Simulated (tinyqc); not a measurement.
# Weibull slope from two areas

Problem. Oxide breakdown times follow a Weibull law, F = 1 - exp(-(t/t63)^beta). For defects spread at random t63 goes as A^(-1/beta). Find beta and the time at which the share Fp of the area-A2 devices has failed, t63(A2) (-ln(1 - Fp))^(1/beta).

Inputs (values chosen for the exercise):
- A1 = 12 um^2 (area of a test capacitor)
- A2 = 2.5e5 um^2 (gate area of the product)
- Fp = 0.0001 (allowed share of failed products)

t63 at the areas A1 and A2 (s): [4100, 44.638716]

Solution. beta = ln(A2/A1)/ln(t63(A1)/t63(A2)).

beta = 2.20
time to Fp = 0.678 s

Computed by the program tinyqc: `OMP_NUM_THREADS=1 python tinyqc.py 2070083 2070084 out.jsonl`, one thread of a shared Intel Xeon 2.30GHz, about 0.01 s for the whole run.
